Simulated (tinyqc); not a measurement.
# Worked calculation: band bending at a free surface with a continuum of surface states, surface photovoltage and Kelvin probe

Numbers from tinyqc (`OMP_NUM_THREADS=1 python tinyqc.py 2430074 2430075 out.jsonl`; about 0.01 s on one thread of a shared Intel Xeon 2.30GHz). Printed values are rounded.

n-type bulk, xi = Ec - EF = Vt ln(Nc/Nd), p0 = ni^2/Nd, ni = sqrt(Nc Nv) exp(-Eg/(2 Vt)), Eg in volts. b is the upward band bending, u = b/Vt. Space charge per area, in units of q: Qc = sign(b) sqrt((2 eps0 eps_r Vt/q) [(Nd + dn)(exp(-u) - 1) + Nd u + (p0 + dn)(exp(u) - 1)]), with dn the excess density under light (flat quasi-Fermi levels; 0 in the dark). The states hold -Ds (E0 - xi - b): negative while the Fermi level lies above the neutrality level. Neutrality: Qc + Qf + (charge of the states) = 0.

Inputs (values chosen for the exercise); band and dielectric values those of a made-up semiconductor: temperature T = 350 K; band gap Eg = 1.14 eV; relative permittivity eps_r = 13.5; conduction-band density of states at T Nc = 6e17 cm^-3; valence-band density of states at T Nv = 1.23e19 cm^-3; electron affinity chi = 4.41 eV; donor density Nd = 1.2e15 cm^-3; fixed positive charge at the surface Qf = 0 cm^-2; work function of the probe tip pt = 5.08 eV; density of surface states Ds = 2.6e12 cm^-2 eV^-1; depth of their neutrality level below the conduction edge E0 = 0.41 eV; excess carrier density under light dn = 1.2e11 cm^-3.

Constants: q = 1.602176634e-19 C, kB = 1.380649e-23 J/K, Vt = kB T/q, eps0 = 8.8541878128e-14 F/cm where lengths are in cm. Results are converted to the units shown.

## Bulk quantities

xi, ni, p0, the Debye length sqrt(eps0 eps_r Vt/(q Nd)) and the flat-band work function chi + xi.

xi = 0.1874367 eV
ni = 1.684184e10 cm^-3
p0 = 2.363729e5 cm^-3
Debye length = 136.9355 nm
chi + xi = 4.597437 eV

## Iteration 1: band bending in the dark

b at the start = 0.18 V

Newton step: b(new) = b - (Qc + Qf - Ds (E0 - xi - b))/(dQc/db + Ds), dQc/db = (eps0 eps_r/q) [Nd (1 - exp(-u)) + p0 exp(u)]/Qc.

b after iteration 1 = 0.2012289 V

## Iteration 2: band bending in the dark

As before.

b after iteration 2 = 0.2012718 V

## Course of the iteration

Stop when b changes by less than 1e-10 V, or after 40 iterations.

Course of the iteration:
```
iteration      b (V)  change (V)
1          0.2012289      0.0212
2          0.2012718     4.28e-5
3          0.2012718    1.54e-10
4          0.2012718           0
```

Converged in 4 iterations.

## Work function and Kelvin-probe reading

converged b = 0.2012718 V

Work function chi + xi + b; contact potential difference CPD = (work function of the sample) - pt. Depth of EF below Ec at the surface: xi + b. Depletion width Qc/Nd.

xi + b = 0.3887085 eV
Qc = 5.535785e10 cm^-2
Qc/Nd = 461.3154 nm
work function = 4.798709 eV
CPD = -281.2915 mV

The Fermi level lies 21.3 meV above the neutrality level.

## Surface photovoltage

Under chopped light the surface charge keeps its dark value, so b falls to bL with Qc(bL, dn) = Qc(b, 0); the photovoltage is b - bL. Qc rises with b, so bL follows by bisection.

bL = 0.1990580 V
photovoltage = 2.213796 mV
share of b removed = 1.099904 %
excess holes at the surface, dn exp(bL/Vt) = 8.820442e13 cm^-3
